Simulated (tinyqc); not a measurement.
Worked calculation: solubility, supersaturation, precipitation and gettering of an impurity in a silicon-like host. Computed by tinyqc, a small Python program that keeps every step. Command: `OMP_NUM_THREADS=1 python tinyqc.py 3007423 3007424 out.jsonl ripen walk`. One thread of a shared host (Intel(R) Xeon(R) Processor @ 2.30GHz), about 0.01 s of CPU time with the checks. Intermediate numbers are printed to about 6 digits and carried at full precision; extremes and crossings named in words are read from the listed rows.

The wafer was saturated at T1 and is then held at T.

Inputs (values chosen for the exercise, modelled on chromium in silicon):
```
quantity,value,unit
site density N0,5e+22,1/cm^3
enthalpy of solution H,2.78,eV
entropy of solution S,4.5,k_B
diffusion prefactor D0,0.00074,cm^2/s
migration energy Q,0.807,eV
temperature of saturation T1,1475,K
anneal temperature T,874,K
sink density n,2.9e+07,1/cm^3
initial sink radius r0,3.4,nm
impurity density in the precipitate C_p,3.7e+22,1/cm^3
interface energy gamma,0.31,J/m^2
anneal time t,2700,s
wafer thickness w,400,micrometre
```

Gettering: relaxation gettering at sinks.

Constants: k_B = 8.617333262e-05 eV/K; k_B = 1.380649e-23 J/K.

## Solubility, diffusivity, supersaturation

C_eq(T) = N0 exp(S/k_B - H/(k_B T)); D(T) = D0 exp(-Q/(k_B T)); C0 = C_eq(T1). Supersaturation s = C0/C_eq(T); critical radius r* = 2 gamma/(C_p k_B T ln s); barrier W* = (4 pi/3) gamma r*^2. Strain energy is left out.

C0 = 1.42756e+15 1/cm^3

C_eq(T) = 4.19642e+08 1/cm^3

D(T) = 1.64361e-08 cm^2/s

supersaturation s = 3.40185e+06

critical radius r* = 0.0923320 nm

W*/(k_B T) = 0.917403

Sinks of radius r0 are above r* and grow. The barrier is low enough for new nuclei to form. Caution: the barrier to homogeneous nucleation is below 35 k_B T for these inputs, so new precipitates would form and outnumber the fixed sinks assumed here. Caution: a critical radius of atomic size is outside the capillary model.

## Ham's law for sinks of fixed radius

tau0 = 1/(4 pi n r0 D); C_fixed(t) = C_eq + (C0 - C_eq) exp(-t/tau0). If all excess precipitates, the final radius is r_f = [r0^3 + 3 (C0 - C_eq)/(4 pi n C_p)]^(1/3), with tau_f = 1/(4 pi n r_f D).

tau0 = 491038 s

C_fixed(t) = 1.41973e+15 1/cm^3

final radius r_f = 68.2318 nm

tau_f = 24468.5 s

The sinks grow 20.1 times, so the fixed radius underrates the later rate.

## Growing precipitates

Growing sinks: with y = r/r_f and y0 = r0/r_f, dy/dt = (1 - y^3)/(3 tau_f y), which integrates to t/tau_f = F(y) - F(y0), F(y) = (1/2) ln[(1 + y + y^2)/(1 - y)^2] - sqrt(3) arctan[(2y + 1)/sqrt(3)]; the share of the excess left is (1 - y^3)/(1 - y0^3), and C(t) = C_eq + (C0 - C_eq) x share.

radius at t = 18.7376 nm

share of the excess left = 0.979411

C(t) with growing sinks = 1.39817e+15 1/cm^3

2.1 % of the excess has precipitated.

## Denuded zone

Near a surface held at C_eq(T) the excess decays by out-diffusion over sqrt(D t) and by capture over L_s = sqrt(D tau_f) = (4 pi n r_f)^(-1/2); the shorter length sets the depth from which the surface draws.

sqrt(D t) = 66.6164 micrometre

capture length L_s = 200.541 micrometre

L_s/w = 0.501352

The capture length exceeds a third of the wafer: given time, most impurity reaches the surfaces before a sink, a loss that the precipitation formulas leave out.

## The best anneal temperature for the time t

C_eq(T) = N0 exp(S/k_B - H/(k_B T)); D(T) = D0 exp(-Q/(k_B T)); C0 = C_eq(T1). r_f = [r0^3 + 3 (C0 - C_eq)/(4 pi n C_p)]^(1/3), tau_f = 1/(4 pi n r_f D).

Dissolved share after t:
```
T (K),C_eq/C0,tau_f (s),C(t)/C0
664,2.50279e-12,7.24980e+05,0.999774
767,1.70596e-09,1.09089e+05,0.997512
885,4.65086e-07,2.14175e+04,0.975052
1003,3.38862e-05,6.16758e+03,0.854640
1121,1.00095e-03,2.30898e+03,0.523065
1239,1.55140e-02,1.04714e+03,0.163655
1342,1.14452e-01,6.07287e+02,0.135976
1416,4.01995e-01,4.80662e+02,0.406521
```

The lowest dissolved share among these rows is 0.14 at 1342 K. Above it solubility sets the floor; below it diffusion is too slow for this time. Solubility falls with H = 2.78 eV and diffusion with Q = 0.807 eV.

Checks made by the program: radius against numerical integration (relative difference 3e-10).
